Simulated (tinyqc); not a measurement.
Worked calculation: two coupled magnetic layers: synthetic antiferromagnet, spin flop, exchange bias and magnetoresistance. Computed by tinyqc, a small Python program that keeps every step. Command: `OMP_NUM_THREADS=1 python tinyqc.py 3022789 3022790 out.jsonl saf walk`. One thread of a shared host (Intel(R) Xeon(R) Processor @ 2.30GHz), about 0.3 s of CPU time with the checks. Intermediate numbers are printed to about 5 digits and carried at full precision; extremes and crossings named in words are read from the listed rows.

Moments lie in the plane at the angles p1, p2 from the field. Energy per area: E = J1 cos(p1 - p2) + J2 cos^2(p1 - p2) - B M_s (t1 cos p1 + t2 cos p2) + K (t1 cos^2 p1 + t2 cos^2 p2).

Inputs (values chosen for the exercise, for a model stack):

| quantity | value | unit |
|---|---|---|
| saturation magnetisation M_s | 1360 | kA/m |
| thickness t1 | 1.9 | nm |
| thickness t2 | 1.7 | nm |
| antiferromagnetic coupling J1 | 0.6 | mJ/m^2 |
| biquadratic coupling J2 | 0 | mJ/m^2 |
| in-plane anisotropy K | 17 | kJ/m^3 |
| field over the saturation field | 0.7 | - |
| spin polarisation P1 | 0.41 | - |
| spin polarisation P2 | 0.77 | - |
| resistance-area product, parallel | 27 | ohm micrometre^2 |
| exchange-bias energy J_ex | 0.49 | mJ/m^2 |

Field direction: along the hard axis.

## Saturation field

The parallel state is stable while the Hessian at p1 = p2 = 0 is positive: with c = J1 + 2 J2 and u = B M_s - 2K, (u t1 - c)(u t2 - c) > c^2, so B_sat M_s = c (1/t1 + 1/t2) + 2K. B_K = 2K/M_s.

exchange field c (1/t1 + 1/t2)/M_s = 491.71 mT

B_K = 25 mT

saturation field B_sat = 516.71 mT

applied field B = 361.70 mT

## Equilibrium at the field B

The lowest minimum of E over both angles (from five starts; of two mirror images the one with p1 >= 0, and for equal layers |p1| <= |p2|).

p1 = 42.550 degrees

p2 = -48.727 degrees

m/m_sat along B = 0.70030

energy = -1.2234 mJ/m^2

The moments are canted, 91.3 degrees apart.

## Tunnel magnetoresistance against a free layer along B

Julliere: TMR = 2 P1 P2/(1 - P1 P2). Conductance G(theta) = G0 (1 + P1 P2 cos theta), so RA(theta) = RA_P (1 + P1 P2)/(1 + P1 P2 cos theta); theta = p2 for the layer next to the barrier.

TMR = 92.269 %

RA, antiparallel = 51.913 ohm micrometre^2

RA at this field = 29.401 ohm micrometre^2

## Pinning of a single layer

A layer t1 on an antiferromagnet is shifted by B_ex = J_ex/(M_s t1).

bias field, single layer = 189.63 mT

## Pinning of the pair

A rigid antiparallel pair has the net moment M_s (t1 - t2), so the same J_ex holds it up to J_ex/(M_s (t1 - t2)).

bias field, rigid pair = 1801.5 mT

Caution: at such fields the pair is no longer rigid.

## Magnetisation curve

The formulas are those given above.

Equilibrium states:

| B/B_sat | B (mT) | p1 (degrees) | p2 (degrees) | m/m_sat |
|---|---|---|---|---|
| 0.02 | 10.33 | 87.611 | -90.097 | 0.0212 |
| 0.06 | 31.00 | 83.049 | -90.082 | 0.0632 |
| 0.12 | 62.01 | 77.245 | -89.030 | 0.1245 |
| 0.20 | 103.34 | 71.490 | -85.579 | 0.2040 |
| 0.30 | 155.01 | 65.940 | -79.344 | 0.3025 |
| 0.45 | 232.52 | 58.082 | -68.627 | 0.4511 |
| 0.60 | 310.03 | 49.312 | -57.108 | 0.6005 |
| 0.80 | 413.37 | 34.597 | -39.245 | 0.8002 |
| 0.95 | 490.88 | 17.176 | -19.260 | 0.9500 |
| 1.10 | 568.39 | 0.000 | 0.000 | 1.0000 |

From the first row the moments are canted and close at B_sat. The largest gap between m/m_sat and B/B_sat in the canted rows is 0.005.

Checks made by the program: the energy against a grid over both angles (relative difference 4e-07).
